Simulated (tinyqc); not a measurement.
Worked calculation: CIS on RHF in the sto-6g basis, for H4, spin multiplicity 1. One step of it, computed by the program tinyqc.

Problem. CIS matrix, triplets. A(ia,jb) = (e_a - e_i) d_ij d_ab - (ij|ab).

orbital energies (hartree): MO1 -0.639405, MO2 -0.440581, MO3 0.474532, MO4 0.738089

Two-electron integrals over orbitals (pq|rs), unique and non-zero (hartree):
```
(11|11) 0.487049   (21|21) 0.181872   (22|11) 0.486939   (22|22) 0.499344
(31|31) 0.103641   (32|32) 0.084360   (33|11) 0.472721   (33|22) 0.475807
(33|33) 0.481998   (41|32) 0.082514   (41|41) 0.080751   (42|31) 0.107360
(42|42) 0.116339   (43|21) 0.179296   (43|43) 0.196708   (44|11) 0.481718
(44|22) 0.492548   (44|33) 0.492503   (44|44) 0.509634
```

Give: CIS matrix A, triplet.

Solution.

CIS matrix A, triplet (hartree):
```
         1>3      1>4      2>3      2>4
1>3   0.6412   0.0000   0.0000  -0.1793
1>4   0.0000   0.8958  -0.1793   0.0000
2>3   0.0000  -0.1793   0.4393   0.0000
2>4  -0.1793   0.0000   0.0000   0.6861
```
